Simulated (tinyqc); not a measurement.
Threshold-voltage variability of a planar MOSFET, analytic estimates: one step of the calculation.

Three independent sources add in quadrature: random dopants in the depleted layer, metal-gate grains of two orientations, and roughness of the two gate edges acting through the roll-off VT = VT(long) - Vr exp(-L/l). These are first-order estimates: no three-dimensional electrostatics, no percolation.

Task. Metal grains and edge roughness. Grains: Ng = L W/G^2 (at least 1), s2 = dW sqrt(p (1 - p)/Ng). Edges, with exponential correlation and u = W/La: the mean gate length has sL^2 = 2 De^2 (2/u)[1 - (1 - exp(-u))/u]; s3 = sL (Vr/l) exp(-L/l).

Inputs (values chosen for the exercise); material values close to those of silicon:
```
symbol  value  unit                                                 meaning
L          45    nm                                             gate length
W         160    nm                                              gate width
G          10    nm                                        metal grain size
dW        0.2    eV  work-function difference of the two grain orientations
p         0.6              share of the orientation of higher work function
De        0.8    nm                          rms roughness of one gate edge
La         20    nm                     correlation length of the roughness
l           9    nm                  decay length of the threshold roll-off
Vr        1.1     V                               prefactor of the roll-off
```

Find: Ng; s2; sL; dVT/dL; s3.

Result.

Ng = 72.000
s2 = 11.547 mV
sL = 0.52916 nm
dVT/dL = 0.82353 mV/nm
s3 = 0.43578 mV

Numbers from tinyqc (`OMP_NUM_THREADS=1 python tinyqc.py 2090018 2090019 out.jsonl`; about 0.01 s on one thread of a shared Intel Xeon 2.30GHz).
